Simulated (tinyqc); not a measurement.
Coupled-perturbed Hartree-Fock on RHF in the sto-3g basis, for H3+, spin multiplicity 1, step by step. One step of it, computed by the program tinyqc.

Problem. Coupled step 1. U_ai = -(mu_ai + sum_bj [4 (ai|bj) - (ab|ij) - (aj|bi)] U_bj) / (e_a - e_i); alpha = -4 sum U_ai mu_ai.

uncoupled U:
```
          i1
a2  1.185974
a3  0.533472
```

dipole integrals <a|z|i> (bohr):
```
           i1
a2  -0.861159
a3  -0.593166
```

orbital energies (hartree): MO1 -1.001393, MO2 -0.275273, MO3 0.110503

Two-electron integrals over orbitals (pq|rs), unique and non-zero (hartree):
```
(11|11) 0.560566    (21|11) -0.015992   (21|21) 0.143446    (22|11) 0.501883
(22|21) 0.030638    (22|22) 0.578577    (31|11) 0.059504    (31|21) 0.003190
(31|22) -0.061322   (31|31) 0.142434    (32|11) 0.005244    (32|21) -0.120359
(32|22) -0.021000   (32|31) -0.021634   (32|32) 0.119495    (33|11) 0.566403
(33|21) -0.033275   (33|22) 0.491751    (33|31) 0.090653    (33|32) 0.018031
(33|33) 0.615431
```

Give: U after step 1; polarisability.

Solution.

U after step 1:
```
       i1
a2  1.300
a3  0.596
```

polarisability = 5.890 bohr^3
